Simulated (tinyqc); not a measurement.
Inside a calculation. Model: Born-von Karman spring model of a cubic crystal with one atom per cell. Computed by tinyqc, a small Python program that keeps every step. Command: `OMP_NUM_THREADS=1 python tinyqc.py 3012974 3012975 out.jsonl springs walk`. One thread of a shared host (Intel(R) Xeon(R) Processor @ 2.30GHz), about 0.1 s of CPU time with the checks. Intermediate numbers are printed to about 7 digits and carried at full precision; extremes and crossings named in words are read from the listed rows.

First neighbours lie at a/2 (1,1,0) (12 of them), second at a (1,0,0) (6), with all permutations and signs; the volume per atom is Omega = a^3/4. Two shells of springs match a real metal only roughly, above all at the zone boundary.

Inputs (values chosen for the exercise, modelled on gold):
```
quantity                value           unit
lattice constant a       4.08       angstrom
atomic mass M          196.97              u
radial spring k1L        2.13  eV/angstrom^2
transverse spring k1T    -0.3  eV/angstrom^2
radial spring k2L        0.23  eV/angstrom^2
transverse spring k2T  -0.067  eV/angstrom^2
mesh divisions n            8              -
temperature T             600              K
```

Lattice: fcc.

wave vector q (2 pi/a): 0.34  0.44  0.33

Constants: nu for 1 eV/(angstrom^2 u) = 15.6333042 THz; 1 eV/angstrom^3 = 160.2176634 GPa; u = 1.6605390666e-27 kg; h x 1 THz = 4.135667696 meV; k_B = 8.617333262e-05 eV/K; hbar^2/u = 4.18015928e-03 eV angstrom^2; hbar = 1.054571817e-34 J s; k_B = 1.380649e-23 J/K.

## Dynamical matrix at q

A neighbour at R with unit vector n couples by the matrix K(R) = kL n n^T + kT (1 - n n^T), and D(q) = (1/M) sum_R K(R) [1 - cos(q.R)].

D(q) (eV/(angstrom^2 u)):
```
            x           y           z
x  0.02668351  0.02123884  0.01861081
y  0.02123884  0.03156886  0.02086160
z  0.01861081  0.02086160  0.02639428
```

## Frequencies and polarisations

Diagonalise D. An eigenvalue lambda of D in eV/(angstrom^2 u) gives nu = 15.6333042 THz x sqrt(lambda). Eigenvectors are columns, with the largest component positive; the longitudinal weight is (e.q)^2/q^2.

eigenvalues (eV/(angstrom^2 u)): 0.00774716  0.00800479  0.06889470

frequencies (THz): 1.376011  1.398704  4.103398

polarisation vectors:
```
       mode 1      mode 2     mode 3
x   0.7558252  -0.3457584  0.5560389
y  -0.6543955  -0.4277383  0.6235435
z  -0.0222437   0.8351593  0.5495582
```

longitudinal weights: 0.0035073  0.0021756  0.9943170

Mode 3 is the most longitudinal, with weight 0.99.

## Elastic constants from long waves

[ij,kl] = (1/(2 Omega)) sum_R K_ij R_k R_l; C11 = [xx,xx], C44 = [xx,yy], C12 = 2 [xy,xy] - C44; B = (C11 + 2 C12)/3; Zener ratio A = 2 C44/(C11 - C12). K(R) = kL n n^T + kT (1 - n n^T).

C11 = 179.8522 GPa

C12 = 153.0707 GPa

C44 = 37.77681 GPa

bulk modulus B = 161.9979 GPa

Zener ratio A = 2.821114

C12 - C44 = 115.29 GPa: the Cauchy relation fails because sum_R kT R^2 is not zero; a negative sum gives a positive Cauchy pressure.

## Sound velocities

rho = M/Omega and v = sqrt(C/rho), with C = C11, C44, C44 along [100]; (C11 + C12 + 2 C44)/2, C44, (C11 - C12)/2 along [110]; (C11 + 2 C12 + 4 C44)/3 and twice (C11 - C12 + C44)/3 along [111].

density rho = 19263.21 kg/m^3

Velocities (m/s):
```
direction  longitudinal  transverse 1  transverse 2
[100]          3055.579      1400.388      1400.388
[110]          3256.148      1400.388       833.754
[111]          3320.314      1056.942      1056.942
```

Along [110] the two transverse waves differ by a factor sqrt(2 C44/(C11 - C12)) = 1.680.

## Frequencies at the zone boundary

The formulas are those given above.

Frequencies (THz) at points given in 2 pi/a:
```
point                  nu 1      nu 2      nu 3
X (1, 0, 0)        2.470776  2.470776  4.262077
L (0.5, 0.5, 0.5)  1.428241  1.428241  4.486728
W (1, 0.5, 0)      2.691889  3.435474  3.435474
K (0.75, 0.75, 0)  2.206974  3.301669  3.798426
```

## Highest frequency at X

Take the highest frequency at X = (1, 0, 0) (2 pi/a).

highest frequency at X = 4.262077 THz

## Dispersion against the sound-wave line

The last column divides the top branch by the straight line with its slope at G. End points in 2 pi/a: X = (1, 0, 0), L = (0.5, 0.5, 0.5).

Frequencies (THz) along two lines:
```
line  fraction of the way      nu 1      nu 2      nu 3  nu 3 / linear
G-X                  0.10  0.342986  0.342986  0.744005      0.9934420
G-X                  0.25  0.853083  0.853083  1.797502      0.9600549
G-X                  0.40  1.344750  1.344750  2.703421      0.9024442
G-X                  0.55  1.790381  1.790381  3.408385      0.8274707
G-X                  0.70  2.151477  2.151477  3.894668      0.7429149
G-X                  0.85  2.388201  2.388201  4.172604      0.6554732
G-X                  1.00  2.470776  2.470776  4.262077      0.5690991
G-L                  0.10  0.223426  0.223426  0.701879      0.9958927
G-L                  0.25  0.546564  0.546564  1.716996      0.9744954
G-L                  0.40  0.839499  0.839499  2.637232      0.9354893
G-L                  0.55  1.086043  1.086043  3.411734      0.8801627
G-L                  0.70  1.272572  1.272572  3.997704      0.8103320
G-L                  0.85  1.388779  1.388779  4.362759      0.7282705
G-L                  1.00  1.428241  1.428241  4.486728      0.6366198
```

Along G-X the top branch ends at 57 % of its linear extrapolation. Along G-L the top branch ends at 64 % of its linear extrapolation, which is the 2/pi of a pure sine: planes normal to this line couple to their next planes alone. A Debye model keeps the straight line throughout.

## Thermal sums on a mesh

Mesh: q = sum_i (m_i + 1/2)/n b_i, m_i = 0..n-1, with b = [[-1, 1, 1], [1, -1, 1], [1, 1, -1]] in 2 pi/a; sums are averages over the n^3 points, per atom. With x = h nu/(k_B T) and n = 1/(exp(x) - 1) for each mode: F = k_B T [x/2 + ln(1 - exp(-x))], U = k_B T x (n + 1/2), S/k_B = x n - ln(1 - exp(-x)), C/k_B = x^2 n (n + 1). <u_x^2> = (1/3) sum over modes of hbar^2/(2 M h nu) coth(x/2); zero-point energy = sum h nu/2. <u_x^2> converges slowly with the mesh, from below, with an error of order 1/n.

free energy F = -255.7907 meV/atom

energy U = 155.7589 meV/atom

entropy S = 7.959724 k_B/atom

heat capacity C = 2.987519 k_B/atom

<u_x^2> = 0.01906495 angstrom^2

zero-point energy = 16.21340 meV/atom

C is 100 % of the classical 3 k_B, and the zero-point energy is 10 % of U.

## Debye temperature from the elastic constants

Christoffel matrix G_xx = C11 n_x^2 + C44 (1 - n_x^2), G_xy = (C12 + C44) n_x n_y, with eigenvalues rho v^2; v_m^-3 is the mean of v^-3 over three branches and all directions (12 Gauss-Legendre points in cos(theta) times 24 angles phi = (j + 1/2) pi/12); q_D = (6 pi^2/Omega)^(1/3); Theta = hbar v_m q_D/k_B.

mean velocity v_m = 1279.175 m/s

Debye wave number q_D = 1.516504 1/angstrom

elastic Debye temperature = 148.1721 K

## Full spectrum, Debye and Einstein heat capacities

Mesh: q = sum_i (m_i + 1/2)/n b_i, m_i = 0..n-1, with b = [[-1, 1, 1], [1, -1, 1], [1, 1, -1]] in 2 pi/a; sums are averages over the n^3 points (here n = 14), per atom. Debye: C = 9 k_B (T/Theta)^3 int_0^(Theta/T) x^4 e^x/(e^x - 1)^2 dx with the elastic Theta. Einstein: three modes at the root-mean-square frequency. The last column is the Theta that makes the Debye formula give the full C at that T.

root-mean-square frequency = 2.798557 THz

Heat capacity (k_B/atom):
```
T (K)  full spectrum     Debye  Einstein  Theta from C (K)
18          0.390438  0.385373  0.096103          147.4225
27          0.867078  0.943520  0.520314          155.0990
37          1.354365  1.507097  1.106090          161.2396
52          1.889606  2.063561  1.769451          166.3131
74          2.338984  2.475163  2.296210          169.6150
110         2.664429  2.744529  2.653513          171.6086
150         2.810799  2.858585  2.807352          172.4174
220         2.909322  2.933045  2.908534          172.9347
```

The apparent Theta runs from 147 to 173 K against the elastic 148 K; at high T it tends to sqrt(5/3) h nu_rms/k_B = 173 K. At the lowest T the Debye value is 0.99 and the Einstein value 0.25 times the full one. At the highest T Debye misses by 0.82 % and Einstein by 0.027 %.

Checks made by the program: slopes of the dispersion along [110] against the sound velocities (relative difference 2e-08); F = U - T S (relative difference below 1e-10).
